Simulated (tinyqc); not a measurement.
Inside a calculation. Model: minority-electron transport through the base of a bipolar transistor (Moll-Ross and Kroemer integrals). Computed by tinyqc, a small Python program that keeps every step. Command: `OMP_NUM_THREADS=1 python tinyqc.py 3017507 3017508 out.jsonl base walk`. One thread of a shared host (Intel(R) Xeon(R) Processor @ 2.30GHz), about 0.01 s of CPU time with the checks. Intermediate numbers are printed to about 7 digits and carried at full precision; extremes and crossings named in words are read from the listed rows.

Low injection, one dimension, x from the emitter edge (0) to the collector edge (W), s = x/W. Recombination is treated as a small correction (valid for tau_B well below tau_n), computed from the stored charge.

Inputs (values chosen for the exercise, modelled on SiGe):
```
quantity                                     value        unit
intrinsic density n_i at the emitter edge  8.5e+10      1/cm^3
base doping at the emitter edge N_0        3.8e+18      1/cm^3
base width W                                    14          nm
mu_min                                         150  cm^2/(V s)
mu_max                                        1070  cm^2/(V s)
N_ref                                      1.6e+17      1/cm^3
saturation velocity v_s                       0.94    1e7 cm/s
electron lifetime tau_n                        1.1          ns
emitter Gummel number G_E                  4.6e+13      s/cm^4
base-emitter voltage V_BE                     0.55           V
temperature T                                  300           K
doping ratio N_0/N(W)                           40           -
gap narrowing across the base dE_g              45         meV
```

Base doping profile: exponential. Gap grading: linear. Exit of the base: infinite sink.

Constants: k_B = 8.617333262e-05 eV/K; e = 1.602176634e-19 C.

## Profile and built-in field

N(x) = N_0 (ratio)^(-s); n_i(x)^2 = n_i^2 exp(s dE_g/k_B T); D(x) = (k_B T/e) mu, mu = mu_min + (mu_max - mu_min)/(1 + (N/N_ref)^0.7). Field that drives electrons towards the collector, averaged over the base: (k_B T/e) ln[N_0 n_i(W)^2/(N(W) n_i^2)]/W.

Across the base:
```
s      N (1/cm^3)  n_i(x)^2/n_i^2  D (cm^2/s)    y (s/cm^5)
0.0  3.800000e+18        1.000000     6.21354  6.115677e+17
0.2  1.817070e+18        1.416424     7.54889  1.699398e+17
0.4  8.688796e+17        2.006258     9.44936  4.583219e+16
0.6  4.154776e+17        2.841712    11.93932  1.224582e+16
0.8  1.986715e+17        4.025069    14.87042  3.319243e+15
1.0  9.500000e+16        5.701206    17.91569  9.300866e+14
```

drift factor eta (potential drop in k_B T/e) = 5.429557

mean built-in field = 100.2607 kV/cm

## Collector current and transit time

With y(x) = N n_i^2/(D n_i(x)^2): base Gummel number G_B = int_0^W y dx; J_C = e n_i^2 exp(e V_BE/k_B T)/G_B; n(x) = (J_C/e)(n_i(x)^2/(N n_i^2)) [int_x^W y dx]; transit time tau_B = (e/J_C) int n dx; trapezoid rule on 401 even points.

base Gummel number G_B = 1.329840e+11 s/cm^4

collector current density J_C = 15.11271 A/cm^2

base transit time tau_B = 0.02679401 ps

share of the exit term in G_B = 0 %

mean velocity W/tau_B = 5.225049 1e7 cm/s

Plain diffusion with the D of the emitter edge would take W^2/(2D) = 0.158 ps, 5.89 times the result. Caution: the mean velocity exceeds v_s, so drift-diffusion with a low-field mobility overstates the speed. Caution: the base is only a few mean free paths wide, so transport is partly ballistic.

## Gain and speed

Emitter-limited gain beta_E = G_E/G_B; recombination-limited gain beta_R = tau_n/tau_B; 1/beta = 1/beta_E + 1/beta_R; f_T from the base alone = 1/(2 pi tau_B).

beta_E = 345.9064

beta_R = 41053.95

current gain beta = 343.0163

f_T from the base alone = 5939.945 GHz

The gain is limited mainly by hole injection into the emitter (99 % of the base current).

## What grading buys

The formulas are those given above.

The same base with other gradings:
```
dE_g (meV)  dE_g/k_B T  G_B (s/cm^4)  J_C gain  tau_B (ps)  speed gain
0              0.00000  1.802269e+11  1.000000  0.03471852    1.000000
25             0.96704  1.506629e+11  1.196226  0.02984702    1.163216
50             1.93409  1.291771e+11  1.395192  0.02612187    1.329098
75             2.90113  1.129515e+11  1.595613  0.02319596    1.496749
100            3.86817  1.003025e+11  1.796834  0.02084454    1.665593
150            5.80226  8.190168e+10  2.200527  0.01731153    2.005514
200            7.73635  6.918183e+10  2.605118  0.01479155    2.347185
300           11.60452  5.276427e+10  3.415698  0.01144654    3.033102
```

At 100 meV J_C rises by a factor 1.80 and the transit is 1.67 times faster; at 300 meV the factors are 3.42 and 3.03. For a uniform base without exit term both tend to be linear in dE_g/k_B T, J_C as x/(1 - exp(-x)) and the speed as x/2. From 0 meV on the mean velocity W/tau_B exceeds v_s, so those speed gains are overstated.

Checks made by the program: Gummel integral against a 60-point Gauss rule (relative difference 3e-06).
